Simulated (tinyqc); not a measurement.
Inside a calculation: free-carrier optics of a doped semiconductor (Drude model with one polar phonon). Values are carried at full precision from step to step, so a last printed digit may differ when a step is redone from the rounded ones.

eps(E) = ei [1 - Ep^2/(E^2 + i E Gam)] + (es - ei) wT^2/(wT^2 - E^2 - i E gT), with Ep^2 = 8 pi c (e^2/(4 pi eps0)) N/(m ei), c = hbar^2/2m0, N in 1/angstrom^3 (1e-24 per 1/cm^3); Gam = hbar/tau, tau = mu m m0/e with m0/e = 5.685630e-12 kg/C and mu in m^2/(V s). Energies in meV.

Constants: hbar^2/2m0 = 3.80998211 eV angstrom^2; e^2/(4 pi eps0) = 14.39964547 eV angstrom; hbar = 6.58211957e-16 eV s; hbar c = 1973.269805 eV angstrom.

Values chosen for the exercise (mass and dielectric values near those of SiC; N and mu are free inputs; interband absorption and the rise of the mass with filling are left out; shifted at random, so the results belong to these values and not to a real crystal):
- N = 1.6e+18 1/cm^3 (carrier density)
- m = 0.425 m0 (conductivity mass)
- mu = 150 cm^2/(V s) (mobility)
- ei = 6.49 (high-frequency dielectric constant)
- wT = 99 meV (TO phonon)
- es = 9.5 (static dielectric constant)
- gT = 0.7 meV (phonon damping)
- E = 73.5 meV (photon energy)

## Plasma energy and damping

Evaluate Ep, tau, Gam, the plasma wavelength hc/Ep (hc = 1239.841984 eV nm) and the dc resistivity 1/(e N mu), e = 1.602176634e-19 C.

Ep = 28.28 meV
tau = 36.25 fs
Gam = 18.16 meV
plasma wavelength = 43.84 micrometre
rho = 0.0260 ohm cm

Ep/Gam = 1.56: the edge is smeared by scattering.

## Dielectric function at one energy

Insert the numbers.

free-carrier term = -0.9056+0.2237i
eps = 12.2902+0.3022i

## Optical constants

n + i k = sqrt(eps1 + i eps2) with k >= 0; R = ((n - 1)^2 + k^2)/((n + 1)^2 + k^2) at normal incidence from vacuum; alpha = 2 E k/(hbar c), times 1e8 for 1/cm; loss function Im(-1/eps) = eps2/(eps1^2 + eps2^2).

Convert eps at the photon energy E (in meV) into the optical constants.

n = 3.5060
k = 0.0431
R = 0.3094
alpha = 321 1/cm

Light of this energy penetrates 1/alpha = 31.1 micrometre.

## Coupled plasmon-phonon modes

Without damping eps = 0 gives E^4 - (wL^2 + Ep^2) E^2 + Ep^2 wT^2 = 0 with wL = wT sqrt(es/ei) (Lyddane-Sachs-Teller).

wL = 119.78 meV

L-, L+ (meV): 23.16  120.87

L+ lies 1.09 meV above the larger of wL and Ep; L- lies below wT by 75.84 meV.

## Checks

- Integral of E eps2 of the free-carrier term against (pi/2) ei Ep^2 (meV^2): both 8153.9.

Computed by tinyqc, a small Python program: `OMP_NUM_THREADS=1 python tinyqc.py 1681664 1681665 out.jsonl` (the numbers bound the seed that draws the inputs); one thread of a shared host (Intel(R) Xeon(R) Processor @ 2.30GHz), about 0.01 s for the whole set of steps.
